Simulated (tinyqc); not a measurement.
Inside a calculation. Method: Hubbard chain of 2 sites. Computed by tinyqc, a small Python program that keeps every step. Settings: hopping = 0.85, U = 8.1, mixing = 0.5, iteration cap = 64. Command: `OMP_NUM_THREADS=1 python tinyqc.py 23693 23694 out.jsonl` (the two numbers bound the seeds that draw the settings). One thread of a shared host (Intel(R) Xeon(R) Processor @ 2.60GHz), about 0.2 s of CPU time with the checks.

one-body matrix (hopping and site energies) (eV):
```
          1         2
1   0.00000  -0.85000
2  -0.85000   0.00000
```

U = 8.10000 eV

electrons, up and down: 1  1

n(up) at the start (a guess, not normalised): 1 0.50000, 2 0.50000

n(down) at the start (a guess): 1 0.50000, 2 0.50000

Each step fills the lowest levels of T + U n(other spin) and sets n(new) = n + mixing (n(out) - n); stop when output and input agree to 1e-8.

Course of the cycle:
```
iteration     E (eV)  largest |n(out) - n(in)|  mean |n_up - n_down|
1          2.3500000                  1.11e-16               0.00000
```

Can the last value be used, and what does the course show?

No, though the log alone does not show it. Converged in 1 iterations. But random starts reach -0.17840 eV, so this is another stationary point, not the lowest one. Reruns (cap 100 unless said): mixing 0.2: converged in 1 to a higher stationary point (E = 2.35000); mixing 0.9: converged in 1 to a higher stationary point (E = 2.35000). Before convergence this energy mixes input and output and is not variational, so it may rise towards its limit.
